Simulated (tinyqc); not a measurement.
Binding against position: donor or exciton in a quantum well (variational effective-mass method). Computed by tinyqc, a small Python program. Command: `OMP_NUM_THREADS=1 python tinyqc.py 3029130 3029131 out.jsonl welldonor walk`. One thread of a shared host (Intel(R) Xeon(R) Processor @ 2.30GHz), about 0.04 s of CPU time with the checks.

H = -nabla^2 - 2/|r - r_i| + V(z) in effective units; trial function psi = f(z) exp(-|r - r_i|/lambda), f the ground state of the well. Mass and screening are the same in well and barrier; l = L/a* is the width in effective units. Bands are flat: no polarisation or applied field.

Inputs (values chosen for the exercise, modelled on ZnSe): electron mass m = 0.153 m_0; dielectric constant eps = 9; well width L = 1.5 nm.

Centre: donor. Barriers: infinite.

Constants: Ry = 13.605693123 eV; a_0 = 0.529177210903 angstrom.

Method:
- Ry* = Ry m/eps^2, a* = a_0 eps/m; l = L/a*.
- k = pi/l; f = cos(k z) inside and zero outside; subband energy k^2 Ry*.
- Binding E_b(lambda) = -1/lambda^2 + 4 A/(lambda B), with A = int f^2 exp(-2 s/lambda) dz, B = int f^2 exp(-2 s/lambda)(1 + 2 s/lambda) dz and s = |z - z_i|; 40 Gauss-Legendre points on each piece between the walls at z = -l/2 and l/2 and z_i.
- Each row maximises over lambda (golden section, 0.3 to 4).

l = 0.481880

Ry* = 25.6996 meV

Against position:
```
z_i/L  lambda (a*)  binding (Ry*)  binding (meV)
0.0         0.6921         2.7795         71.432
0.1         0.7083         2.6969         69.310
0.2         0.7564         2.4824         63.797
0.3         0.8323         2.2130         56.873
0.4         0.9237         1.9600         50.372
0.5         1.0150         1.7559         45.125
```

What follows from these numbers?

From the centre to the wall the binding falls from 71.432 to 45.125 meV, 63 % of the centre value, since the walls keep the electron away from an off-centre ion; uniform doping thus gives a band of levels 26.307 meV wide, with a peak in its density at the centre value, where the slope vanishes. Caution: so narrow a well has large confinement energy, where non-parabolicity and barrier penetration matter.

Extremes, crossings and ranges named in words are read from the listed rows.
